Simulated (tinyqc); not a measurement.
# CMOS inverter, nodal equation and switching: effect of the supply voltage

An n-channel pull-down (bn, VTn) and a p-channel pull-up (bp, VTp) share the input Vin and the output node Vout, which carries the load C. Transistor (EKV form, voltages against the body): I = 2 n b Vt^2 [F(vp - Vs) - F(vp - Vd)] from drain to source, F(v) = ln^2(1 + exp(v/(2 Vt))), vp = (Vg - VT + sg |Vd - Vs|)/n. n-channel bodies are at 0; for the p-channel device all voltages are counted down from Vdd. b in uA/V^2 gives I in uA. Static: In = Ip. Transient: C dVout/dt = Ip - In. No velocity saturation, no gate capacitance beyond C.

VM solves In = Ip with Vin = Vout; VIL and VIH are the inputs of gain -1, NML = VIL - Vout(VIH), NMH = Vout(VIL) - VIH. For a step input the delay to Vdd/2 is tHL = C times the integral of dV/(In - Ip) from Vdd/2 to Vdd at Vin = Vdd, and tLH likewise with Ip - In from 0 to Vdd/2 at Vin = 0.

Inputs (values chosen for the exercise):
- T = 300 K (temperature)
- n = 1.12 (slope factor)
- sg = 0.085 (drain-induced barrier lowering)
- VTn = 0.26 V (n-channel threshold)
- VTp = 0.39 V (p-channel threshold (magnitude))
- bn = 160 uA/V^2 (gain factor of the pull-down transistor)
- bp = 80 uA/V^2 (gain factor of the pull-up transistor)
- C = 1.3 fF (load capacitance)

Constants: q = 1.602176634e-19 C, kB = 1.380649e-23 J/K, Vt = kB T/q. Results are converted to the units shown.

Result of one run:
```
VM (V),gain at VM,NML (V),NMH (V),tHL (ps),tLH (ps)
0.4046,-11.76,0.2452,0.4717,14.29,40.24
```

Which supply voltage Vdd gave this result: 0.2, 0.3, 0.4, 0.5 or 1 V?

Vdd = 1 V.

The whole series:
```
Vdd (V),VM (V),gain at VM,NML (V),NMH (V),tHL (ps),tLH (ps)
0.2,0.03483,-3.485,-0.009276,0.1410,4091,5.919e5
0.3,0.08120,-8.914,0.03580,0.1864,463.6,2.479e4
0.4,0.1303,-11.19,0.07992,0.2314,128.3,1999
0.5,0.1792,-11.65,0.1219,0.2754,61.53,424.9
0.6,0.2272,-11.73,0.1597,0.3177,38.31,176.5
0.8,0.3186,-11.76,0.2150,0.3962,21.02,68.64
1,0.4046,-11.76,0.2452,0.4717,14.29,40.24
1.2,0.4883,-11.76,0.2645,0.5466,10.79,27.98
```

As Vdd goes from 0.2 to 1.2 V, VM rises from 0.0348 to 0.488 V, the size of the gain rises from 3.48 to 11.8, tHL falls from 4090 to 10.8 ps and tLH falls from 5.92e5 to 28.0 ps. The smaller margin is largest, 0.264 V, at Vdd = 1.2 V among the rows. For Vdd = 0.8 to 1.2 V the overdrive passes 0.5 V, where velocity saturation, left out here, would lengthen the delays of short devices. For Vdd = 0.2 to 0.3 V the supply is below a threshold, where mismatch, left out here, dominates margins and delay.

tinyqc, about 0.04 s, one thread, Intel Xeon 2.30GHz (shared host): `OMP_NUM_THREADS=1 python tinyqc.py 2340046 2340047 out.jsonl`
